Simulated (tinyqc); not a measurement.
Three structures under pressure: Born-Mayer model of an ionic crystal AB. Computed by tinyqc, a small Python program. Command: `OMP_NUM_THREADS=1 python tinyqc.py 3031277 3031278 out.jsonl bornmayer walk`. One thread of a shared host (Intel(R) Xeon(R) Processor @ 2.30GHz), about 0.01 s of CPU time with the checks.

Energies are per ion pair and r is the nearest distance of unlike ions.

Inputs (values chosen for the exercise, for a model salt):
```
quantity                        value           unit
ionic charge z                      1              -
unlike repulsion lambda           171             eV
range rho                       0.348       angstrom
like repulsion lambda2           1040             eV
dispersion C between like ions     54  eV angstrom^6
```

Structure: caesium chloride. Short range: with like-ion terms.

Constants: e^2/(4 pi eps_0) = 14.39964548 eV angstrom; 1 eV/angstrom^3 = 160.2176634 GPa.

Method:
- Madelung constant M, unlike neighbours z1, like neighbours z2 at f r, volume per pair: rock salt 1.747565, 6, 12, sqrt2, 2 r^3; caesium chloride 1.762675, 8, 6, 2/sqrt3, 8 r^3/(3 sqrt3); zinc blende 1.638055, 4, 12, sqrt(8/3), 16 r^3/(3 sqrt3).
- U(r) = -M z^2 e^2/(4 pi eps_0 r) + z1 lambda exp(-r/rho) + z2 [lambda2 exp(-f r/rho) - C/(f r)^6] (one mean like-ion term for both sublattices).
- With the volume written as c r^3, under pressure take the root at the minimum of the enthalpy and solve U'(r) + 3 c r^2 P = 0; H = U + P V; B = (U'' - 2 U'/r)/(9 c r).

Enthalpy (eV per pair):
```
P (GPa)    rock salt  caesium chloride  zinc blende
0        -9.1558e+00           -8.3672      -9.3864
2        -8.8013e+00           -7.9947      -8.9979
5        -8.2942e+00           -7.4649      -8.4471
10       -7.4988e+00           -6.6386      -7.5909
20       -6.0369e+00           -5.1300      -6.0333
40       -3.4326e+00           -2.4638      -3.2901
70        5.0349e-03            1.0280       0.2948
100       3.0956e+00            4.1475       3.4951
```

volumes at zero pressure (angstrom^3): rock salt 29.029, caesium chloride 30.590, zinc blende 31.947

What follows from these numbers?

At zero pressure the order is zinc blende < rock salt < caesium chloride. Between 10 and 20 GPa the lowest enthalpy passes from zinc blende to rock salt. Pressure favours the denser structure, through P V. The Madelung constants, the number of repulsive contacts and the volumes (29.0, 30.6, 31.9 angstrom^3 at P = 0) all matter. Caution: rigid ions with fixed charges leave out polarisation and covalency, so such models often misplace transition pressures.

Extremes, crossings and ranges named in words are read from the listed rows.
